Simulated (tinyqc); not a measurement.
Inside a calculation. Method: geometry optimisation on the RHF/sto-3g surface (energies and gradients from PySCF), for BeH2, spin multiplicity 1. One step of it, computed by the program tinyqc.

Task: Step 1: move. Quasi-Newton step p = -H^(-1) g (first H = 1 times the unit matrix); steps longer than 0.5 bohr are cut back.

positions at the start (bohr):
```
             x          y         z
1Be  -0.085038   0.073699  0.122832
2H   -0.062361   2.352709  0.213539
3H    0.001890  -2.405621  0.200311
```

gradient (hartree/bohr):
```
               x            y            z
1Be  -0.00232911   0.05418755  -0.00237093
2H    0.00081954  -0.04413057   0.00023036
3H    0.00150958  -0.01005698   0.00214057
```

Give: positions after step 1.

Result:

positions after step 1 (bohr):
```
          x       y      z
1Be  -0.083   0.020  0.125
2H   -0.063   2.397  0.213
3H    0.000  -2.396  0.198
```
